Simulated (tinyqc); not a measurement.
MOSFET in saturation, small-signal circuit and noise: two steps of the calculation.

Bias by the inversion coefficient IC = I/Ispec (charge-based model with velocity saturation; weak inversion below 0.1, strong above 10). Common-source circuit: gm, gds, Cgs, Cgd and Cj at the inner nodes, Rg in series with the gate; quasi-static, no source or drain resistance, no gate-body capacitance, no substrate network, no induced gate noise, so fmax is an upper estimate.

Inputs (values chosen for the exercise): temperature T = 400 K; gate length L = 65 nm; total gate width W = 40 um; gate capacitance Cox = 2.12 uF/cm^2; mobility mu = 200 cm^2/(V s); slope factor n = 1.23; velocity-saturation length Ls = 15 nm; ratio gds/gm sg = 0.042; inversion coefficient IC = 2.8; short-channel excess of the noise factor gw = 0.05; oxide trap density Nt = 8.2e17 cm^-3 eV^-1; tunnelling length into the oxide lt = 0.1 nm; Coulomb scattering coefficient ac = 10000 V s/C.

Constants: q = 1.602176634e-19 C, kB = 1.380649e-23 J/K, Vt = kB T/q. Results are converted to the units shown.

Problem 1. Current, transconductance and gain. Ispec = 2 n mu Cox (W/L) Vt^2, lc = Ls/L, gms = [sqrt((lc IC + 1)^2 + 4 IC) - 1]/[2 + lc (lc IC + 1)], gm = gms Ispec/(n Vt), gds = sg gm.

Give: Ispec; I; gms; gm; gds; gm/I.

Solution 1.

Ispec = 762.63 uA
I = 2135.4 uA
gms = 1.1469
gm = 20.631 mS
gds = 0.86650 mS
gm/I = 9.6615 1/V

Problem 2. Noise at the gate. Channel noise Sid = 4 kB T gam n gm with gam = (1/2 + (2/3) qs)/(1 + qs) + gw lc IC, qs = [sqrt(1 + 4 IC) - 1]/2, lc = Ls/L (the last term an empirical rise with velocity saturation); at the gate, white noise Sw = Sid/gm^2 + 4 kB T Rg. Number fluctuation with correlated mobility: S(f) = K/f, K = q^2 Vt lt Nt/(W L Cox^2) (1 + ac mu Cox I/gm)^2, Vt in eV with Nt per eV. Corner fc = K/Sw. Full shot noise would be 2 q I.

I = 2135.3614 uA
gm = 20.630845 mS
Rg = 8.9423077 ohm

Give: gam; Sid; Sid/(2 q I); sqrt(Sw); K; fc.

Solution 2.

gam = 0.6248
Sid = 3.502e-22 A^2/Hz
Sid/(2 q I) = 0.5118
sqrt(Sw) = 1.010 nV/Hz^0.5
K = 1.285e-10 V^2
fc = 126.0 MHz

The gate resistance gives 19 % of the white noise power.

Numbers from tinyqc (`OMP_NUM_THREADS=1 python tinyqc.py 2150026 2150027 out.jsonl`; about 0.01 s on one thread of a shared Intel Xeon 2.30GHz).
